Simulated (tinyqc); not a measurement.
Metal gate on a two-layer dielectric stack with fixed charge and a dipole: one step of the calculation.

Gate, layer 2, layer 1, p-type semiconductor; x runs from the gate inwards. Charges are counted in units of +q. psi is the band bending at the surface, positive towards inversion. Classical charge, Boltzmann statistics, no interface traps.

Problem. Charge in the semiconductor. ni = sqrt(Nc Nv) exp(-Eg/(2 Vt)), Eg in volts. Qs = -sign(psi) sqrt(2 q eps0 eps_r Na Vt [exp(-u) + u - 1 + (ni/Na)^2 (exp(u) - u - 1)]), u = psi/Vt.

Values chosen for this exercise; band and dielectric values those of a made-up semiconductor, layer 1 close to aluminium oxide, layer 2 close to hafnium oxide:

| symbol | value | unit | meaning |
|---|---|---|---|
| T | 300 | K | temperature |
| Eg | 0.592 | eV | band gap |
| eps_r | 11.5 |  | relative permittivity |
| Nc | 1.83e17 | cm^-3 | conduction-band density of states at T |
| Nv | 9.66e18 | cm^-3 | valence-band density of states at T |
| Na | 9.6e16 | cm^-3 | acceptor density |
| ps | -0.06 | V | band bending psi of the working point |

Constants: q = 1.602176634e-19 C, kB = 1.380649e-23 J/K, Vt = kB T/q, eps0 = 8.8541878128e-14 F/cm where lengths are in cm. Results are converted to the units shown.

Give: Qs.

Solution.

Qs = 0.074553 uC/cm^2

The surface is accumulated.

tinyqc, about 0.01 s, one thread, Intel Xeon 2.30GHz (shared host): `OMP_NUM_THREADS=1 python tinyqc.py 2010001 2010002 out.jsonl`
